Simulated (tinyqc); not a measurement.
From results back to parameters: bond-orbital model of a tetrahedral semiconductor (Harrison's universal couplings). Five cases, with inputs chosen for the exercise.

Problem. In the bond-orbital model the bond-antibond splitting is 2 sqrt(V2^2 + V3^2), Z* = 4 ap - (Z - 4) with ap = V3/sqrt(V2^2 + V3^2), and V2 = 3.22 x 2c/d^2, c = hbar^2/2m0. The values below come from a hidden bond length and V3.

Constants: hbar^2/2m0 = 3.80998211 eV angstrom^2.

Find: V2, V3; d.

Method. ap = (Z* + Z - 4)/4; V3 = ap times half the splitting, V2 = sqrt(1 - ap^2) times it, and d = sqrt(6.44 c/V2).

Case 1.

Values chosen (out of a larger set: near tabulated values for GaAs; the model gives trends, and its gaps can be far from the real ones; not measured data): Z = 5 (valence electrons of the anion).

splitting = 9.23607 eV
Z* = 0.86118 e

Solution.

V2, V3 (eV): 4.088  2.149

d = 2.450 angstrom

Case 2.

Values chosen (out of a larger set: near tabulated values for GaN; the model gives trends, and its gaps can be far from the real ones; not measured data): Z = 5 (valence electrons of the anion).

splitting = 16.28046 eV
Z* = 1.43851 e

Solution.

V2, V3 (eV): 6.453  4.963

d = 1.950 angstrom

Case 3.

Values chosen (out of a larger set: near tabulated values for SiC; the model gives trends, and its gaps can be far from the real ones; not measured data): Z = 4 (valence electrons of the anion).

splitting = 14.25228 eV
Z* = 1.06509 e

Solution.

V2, V3 (eV): 6.869  1.897

d = 1.890 angstrom

Case 4.

Values chosen (out of a larger set: near tabulated values for GaN; the model gives trends, and its gaps can be far from the real ones; not measured data): Z = 5 (valence electrons of the anion).

splitting = 16.29599 eV
Z* = 1.39936 e

Solution.

V2, V3 (eV): 6.519  4.888

d = 1.940 angstrom

Case 5.

Values chosen (out of a larger set: near tabulated values for CdTe; the model gives trends, and its gaps can be far from the real ones; not measured data): Z = 6 (valence electrons of the anion).

splitting = 9.46967 eV
Z* = 1.01806 e

Solution.

V2, V3 (eV): 3.107  3.572

d = 2.810 angstrom

Computed by tinyqc, one run a case: `OMP_NUM_THREADS=1 python tinyqc.py N N+1 out.jsonl` with N = 1482564, 1482634, 1482657, 1482666, 1482797; one thread of a shared Intel(R) Xeon(R) Processor @ 2.30GHz, about 0.01 s a run at most.
